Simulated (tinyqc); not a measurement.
Random telegraph noise from one oxide trap in a small MOSFET: one step of the calculation.

An acceptor-like trap exchanges electrons with the channel. Inversion charge Q = Cox u, u = n Vt W0(exp((Vg - VT)/(n Vt))), W0 the Lambert function, n = nf, Cox = eps0 eox/tox; linear regime Id = (W/L) mu Q Vd. Relative to threshold the surface potential rises by Vt ln(u/u0) and the oxide voltage by the rest of Vg - VT, with u0 = n Vt W0(1).

Question. Step height. A = W L; threshold step dV = q (1 - xt/tox)/(Cox A); gm/Id = 1/(u + n Vt); relative step dI/I = (gm/Id) dV + asc mu/A. Id as defined.

Inputs (values chosen for the exercise); values of the order met in silicon transistors:
```
symbol    value        unit                                                                 meaning
T           300           K                                                             temperature
eox          25              relative permittivity of the gate insulator (close to zirconium oxide)
tox         3.9          nm                                                     insulator thickness
xt         0.56          nm                            depth of the trap from the channel interface
nf         1.17                                                                         body factor
W           210          nm                                                              gate width
L            90          nm                                                             gate length
mu          400  cm^2/(V s)                                                                mobility
asc     2.7e-16         V s                              scattering coefficient of the charged trap
Vd         0.05           V                                                           drain voltage
```

Constants: q = 1.602176634e-19 C, kB = 1.380649e-23 J/K, Vt = kB T/q, eps0 = 8.8541878128e-14 F/cm where lengths are in cm. Results are converted to the units shown.

u = 0.80090090 V
N = 2.8372168e13 cm^-2

Wanted: electrons in the channel N A; dV; gm/Id; number part of dI/I; dI/I; Id; dI.

Answer.

electrons in the channel N A = 5362
dV = 0.1279 mV
gm/Id = 1.203 1/V
number part of dI/I = 0.01539 %
dI/I = 0.07253 %
Id = 212.1 uA
dI = 153.9 nA

Range of the model: VT is taken as given; short-channel effects and the uneven flow of current among few electrons are left out.

Program tinyqc, `OMP_NUM_THREADS=1 python tinyqc.py 2710126 2710127 out.jsonl`; Intel Xeon 2.30GHz, shared host, one thread, about 0.01 s.
